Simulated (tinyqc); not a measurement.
On-chip power grid, static voltage drop by conjugate gradients: one step of the calculation.

A grid of 3 rows and 4 columns, node k = 4 row + column. Neighbours in a row are joined by Rx, in a column by Ry; pad nodes, which reach the supply through Rp: 0, 8. Each node draws I0, node 10 draws kh I0. The drops u = Vdd - V solve G u = i, with G the conductance matrix (1/Rp added on the diagonal at pad nodes).

Task. Worst drop, pad currents and power lost. Pad current u/Rp; worst drop as a share of Vdd; power lost in the grid and pads sum_k i_k u_k; power delivered sum_k i_k (Vdd - u_k).

Parameters, values chosen for the exercise: supply voltage Vdd = 0.8 V; resistance from a pad node to the supply Rp = 0.099 ohm; load current of an ordinary node I0 = 2.5 mA; factor on the load at the hot node kh = 3.

converged u (mV):
```
           col 0      col 1      col 2      col 3
row 0  1.6047768  4.4627660  6.2556245  7.1223760
row 1  6.7682175  7.4964139  8.2733294  8.7063292
row 2  1.8602232  5.4240376  8.0542636  8.7045123
```

Find: worst drop; share of Vdd; pad currents; power lost; power delivered.

Result.

worst drop = 8.7063 mV
share of Vdd = 1.0883 %
pad currents (mA): node 0 16.210, node 8 18.790
power lost = 0.22710 mW
power delivered = 27.773 mW

The pad currents add up to the total load, 35.00 mA. The worst drop is at node 7, not at the hot node.

Numbers from tinyqc (`OMP_NUM_THREADS=1 python tinyqc.py 2770222 2770223 out.jsonl`; about 0.3 s on one thread of a shared Intel Xeon 2.30GHz).
